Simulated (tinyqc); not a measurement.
Thermal, flicker and telegraph noise of a field-effect transistor: one step, computed by the program tinyqc. Command: `OMP_NUM_THREADS=1 python tinyqc.py 3017209 3017210 out.jsonl noise walk`. One thread of a shared host (Intel(R) Xeon(R) Processor @ 2.30GHz), about 0.01 s of CPU time with the checks.

Strong inversion, threshold roll-off and channel-length modulation left out; noise sources are uncorrelated and are given as one-sided spectral densities.

Question. Operating point. C_ox = 3.9 eps_0/t; V_c = 2 v_s L/mu; I = W C_ox v_s V_ov^2/(V_ov + V_c); g_m = W C_ox v_s V_ov (V_ov + 2 V_c)/(V_ov + V_c)^2; g_d0 = mu C_ox (W/L) V_ov.

Inputs (values chosen for the exercise, modelled on a high-k silicon transistor):
```
quantity                      value        unit
width W                          19  micrometre
length L                        520          nm
electrical oxide thickness t    3.8          nm
mobility mu                     190  cm^2/(V s)
saturation velocity v_s           1    1e7 cm/s
overdrive V_ov                 0.55           V
```

Operating region: saturation. Flicker model: number fluctuation.

Constants: eps_0 = 8.8541878128e-12 F/m.

Give: C_ox; drain current I; g_m; g_d0.

Answer.

C_ox = 0.9087 microfarad/cm^2

drain current I = 867.1 microampere

g_m = 3009 microsiemens

g_d0 = 3470 microsiemens
